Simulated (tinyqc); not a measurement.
Trap density from two Hall measurements.

Problem. p-type body, charge-sheet picture, full ionisation (an idealisation for deep acceptors), Boltzmann statistics for free electrons. e = Ec - EF at the surface. psi = Eg - Vt ln(Nv/Na) - e; N_dep = sqrt(2 eps0 eps_r Na (psi - Vt)/q); n_f = sqrt(N_dep^2 + 2 eps0 eps_r Vt Nc exp(-e/Vt)/q) - N_dep; Vg = Vfb + psi + q (N_dep + n_t + n_f)/Cox, Cox = eps0 eox/tox. Find e and n_t at both points and the mean trap density between them.

Parameters, values chosen for the exercise; band and dielectric values close to those of 4H silicon carbide: temperature T = 300 K; band gap Eg = 3.24 eV; relative permittivity eps_r = 9.68; conduction-band density of states at T Nc = 1.69e19 cm^-3; valence-band density of states at T Nv = 2.53e19 cm^-3; relative permittivity of the insulator eox = 3.9; insulator thickness tox = 76 nm; acceptor density Na = 2.2e16 cm^-3; flat-band voltage without trapped charge Vfb = -2.79 V.

Constants: q = 1.602176634e-19 C, kB = 1.380649e-23 J/K, Vt = kB T/q, eps0 = 8.8541878128e-14 F/cm where lengths are in cm. Results are converted to the units shown.

Vg (V): 3.7332953  4.7280301
free sheet density from the Hall effect (cm^-2): 1.9070414e9  6.5964429e10

Answer. Each n_f fixes e; what the gate voltage holds beyond psi, N_dep and n_f is trapped; the difference quotient is the density, smeared over a few Vt.

e (eV): 0.189  0.0960
n_t (cm^-2): 2.16e11  3.95e11
mean trap density = 1.92e12 cm^-2 eV^-1

Computed by the program tinyqc: `OMP_NUM_THREADS=1 python tinyqc.py 2222056 2222057 out.jsonl`, one thread of a shared Intel Xeon 2.30GHz, about 0.03 s for the whole run.
